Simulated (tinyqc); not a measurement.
Input admittance of a MOSFET at zero drain bias: distributed channel and distributed gate: one step of the calculation.

Source and drain grounded, strong inversion, w = 2 pi f, Cox = eps0 eox/tox. The channel is an RC line of resistance 1/(mu Cox Vo) per square fed from both ends, so one finger has the intrinsic admittance y = i w Cox L tanh(g)/g per width, g = (1/2) sqrt(i w tau), tau = L^2/(mu Vo). The vertical resistance rv/L is in series with y, the overlaps 2 i w Cov in parallel: y_t = 1/(1/y + rv/L) + 2 i w Cov. The gate strip is a line of Rsh/L per length loaded by y_t, so a finger has Y = y_t Wf tanh(k)/k, k = (Wf/sd) sqrt(y_t Rsh/L); the device has Nf Y.

Task. Low-frequency resistances and capacitance. Low-frequency limits, with c = Cox L and ct = c + 2 Cov: R_strip = Rsh Wf/(3 sd^2 L Nf), R_ch = (c/ct)^2 L/(12 mu Cox Vo Wf Nf), R_vert = (c/ct)^2 rv/(L Wf Nf), C = ct Wf Nf.

Inputs (values chosen for the exercise); values of the order met in silicon radio-frequency transistors: relative permittivity of the gate insulator (close to silicon dioxide) eox = 3.9; insulator thickness tox = 5.5 nm; channel length L = 0.65 um; finger width Wf = 1.5 um; number of fingers Nf = 32; channel mobility mu = 280 cm^2/(V s); gate overdrive Vo = 0.68 V; sheet resistance of the gate Rsh = 4.6 ohm/square; vertical resistivity of the gate stack rv = 1.7 ohm um^2; number of ends at which a finger is contacted sd = 2; overlap and fringe capacitance on each side Cov = 0.27 fF/um.

Constants: eps0 = 8.8541878128e-14 F/cm where lengths are in cm. Results are converted to the units shown.

Find: parts; sum; C; 1/(2 pi R C).

Result.

parts (ohm): strip 0.02764, channel 7.363, vertical 0.04250
sum = 7.433 ohm
C = 221.8 fF
1/(2 pi R C) = 96.54 GHz

The channel term is the largest, 99.1 % of the sum.

Computed by the program tinyqc: `OMP_NUM_THREADS=1 python tinyqc.py 2262184 2262185 out.jsonl`, one thread of a shared Intel Xeon 2.30GHz, about 0.01 s for the whole run.
